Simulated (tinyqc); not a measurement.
# Double-gate transistor below threshold, two-dimensional Poisson equation on a small mesh, step by step

Numbers from tinyqc (`OMP_NUM_THREADS=1 python tinyqc.py 2480073 2480074 out.jsonl`; about 0.09 s on one thread of a shared Intel Xeon 2.30GHz). Printed values are rounded.

Half of a symmetric double-gate structure: row 0 is the mid-plane of the body, where the normal field vanishes. Mobile charge is neglected (subthreshold), the body is fully depleted, and potentials are counted from the intrinsic level; rows run upward to the gate, columns from source to drain.

Inputs (values chosen for the exercise); semiconductor permittivity close to that of gallium nitride:

| symbol | value | unit | meaning |
|---|---|---|---|
| T | 325 | K | temperature |
| eps_r | 9.5 |  | relative permittivity of the semiconductor |
| eox | 9 |  | relative permittivity of the insulator |
| tb | 6 | nm | half the body thickness |
| tox | 2.8 | nm | insulator thickness |
| L | 44 | nm | channel length |
| Na | 0 | cm^-3 | acceptor density of the depleted body |
| Vbi | 0.47 | V | potential of the source |
| Vfb | 0.13 | V | gate offset |
| Vg | 0.1 | V | gate voltage |
| Vd | 0.3 | V | drain voltage |

Constants: q = 1.602176634e-19 C, kB = 1.380649e-23 J/K, Vt = kB T/q, eps0 = 8.8541878128e-14 F/cm where lengths are in cm. Results are converted to the units shown.

## Coefficients of the five-point equations

Mesh: rows i = 0..2 in the semiconductor (step hs = tb/2, row 2 on the interface), then 1 step(s) ho = tox/1 up to the gate row 3; columns j = 0..5 (step hy = L/5). Box integration, divided by eps0: up_i = eps hy/h of the interval above row i, dn_i = that of the interval below (0 for row 0), lat_i = (sum of eps h/2 over the intervals above and below)/hy, s_i = -q Na w_i hy/eps0 with w_i the semiconductor height of the box (hs/2 for row 0 and the interface row, hs between, 0 in the insulator). Each free node obeys (up + dn + 2 lat) psi = up psi(above) + dn psi(below) + lat [psi(left) + psi(right)] + s.

```
row       up       dn      lat  s (V)
0    27.8667        0  1.61932      0
1    27.8667  27.8667  3.23864      0
2    28.2857  27.8667  3.05114      0
```

## Iteration 1: Jacobi sweep

psi at the start (fixed values on the edges, free nodes linear between source and drain columns) (V):
```
             j=0        j=1        j=2        j=3        j=4        j=5
row 0   0.470000   0.530000   0.590000   0.650000   0.710000   0.770000
row 1   0.470000   0.530000   0.590000   0.650000   0.710000   0.770000
row 2   0.470000   0.530000   0.590000   0.650000   0.710000   0.770000
row 3  -0.030000  -0.030000  -0.030000  -0.030000  -0.030000  -0.030000
```

Free nodes: rows 0..2, columns 1..4, taken row by row from row 0, left to right. t = (up psi(above) + dn psi(below) + lat [psi(left) + psi(right)] + s)/(up + dn + 2 lat), with all neighbours from the previous sweep; psi(new) = t.

psi after iteration 1 (V):
```
             j=0        j=1        j=2        j=3        j=4        j=5
row 0   0.470000   0.530000   0.590000   0.650000   0.710000   0.770000
row 1   0.470000   0.530000   0.590000   0.650000   0.710000   0.770000
row 2   0.470000   0.275561   0.308300   0.341039   0.373777   0.770000
row 3  -0.030000  -0.030000  -0.030000  -0.030000  -0.030000  -0.030000
```

## Iteration 2: Jacobi sweep

As before.

psi after iteration 2 (V):
```
             j=0        j=1        j=2        j=3        j=4        j=5
row 0   0.470000   0.530000   0.590000   0.650000   0.710000   0.770000
row 1   0.470000   0.416026   0.463815   0.511604   0.559392   0.770000
row 2   0.470000   0.261755   0.280687   0.310754   0.358635   0.770000
row 3  -0.030000  -0.030000  -0.030000  -0.030000  -0.030000  -0.030000
```

## Course of the iteration: Jacobi sweep

Stop when the largest change of psi is below 1e-7 V, or after 400 iterations. Fixed values: gate row Vg - Vfb; column 0 at Vbi and the last column at Vbi + Vd in the semiconductor, each running linearly to Vg - Vfb across the insulator.

Course of the iteration:
```
iteration  psi at row 0, j = 2 (V)  largest |change| of one entry (V)
1                             0.59                              0.336
2                             0.59                              0.151
3                         0.476953                              0.135
4                         0.442332                             0.0928
5                         0.368654                             0.0851
6                         0.333023                             0.0589
7                         0.283422                             0.0548
8                         0.252352                             0.0384
9                         0.217781                             0.0367
...                            ...                                ...
86                       0.0206397                            2.94e-7
87                       0.0206395                            2.52e-7
88                       0.0206393                            2.17e-7
89                       0.0206391                            1.86e-7
90                       0.0206389                            1.60e-7
91                       0.0206388                            1.37e-7
92                       0.0206387                            1.18e-7
93                       0.0206386                            1.01e-7
94                       0.0206385                            8.73e-8
```

Converged in 94 iterations. At the end each change is about 0.86 times the one before: linear convergence.

## Barrier, swing and barrier lowering

converged psi (V):
```
             j=0        j=1        j=2        j=3        j=4        j=5
row 0   0.470000   0.117240   0.020638   0.037127   0.202384   0.770000
row 1   0.470000   0.102355   0.014066   0.028482   0.179003   0.770000
row 2   0.470000   0.055003  -0.004442   0.004019   0.104430   0.770000
row 3  -0.030000  -0.030000  -0.030000  -0.030000  -0.030000  -0.030000
```

d psi/dVg on row 0: j=0 0.000000, j=1 0.707982, j=2 0.909412, j=3 0.909412, j=4 0.707982, j=5 0.000000
d psi/dVd on row 0: j=0 0.00000, j=1 0.00410, j=2 0.01781, j=3 0.07278, j=4 0.28792, j=5 1.00000

The barrier is read along row 0, the path farthest from the gate. Take the node j of lowest psi: barrier Vbi - psi_j; swing Vt ln 10/(d psi_j/dVg); DIBL = (d psi_j/dVd)/(d psi_j/dVg). The derivatives solve the same equations with s = 0 and a unit change of that voltage.

j = 2
barrier = 0.449362 V
swing = 70.9106 mV/decade
DIBL = 19.5871 mV/V

A mesh of 12, 8 and 80 steps (semiconductor, insulator, channel) gives a barrier of 0.468 V, a swing of 68.0 mV a decade and a DIBL of 21.1 mV/V; the small mesh puts the barrier 4.0 % below that.
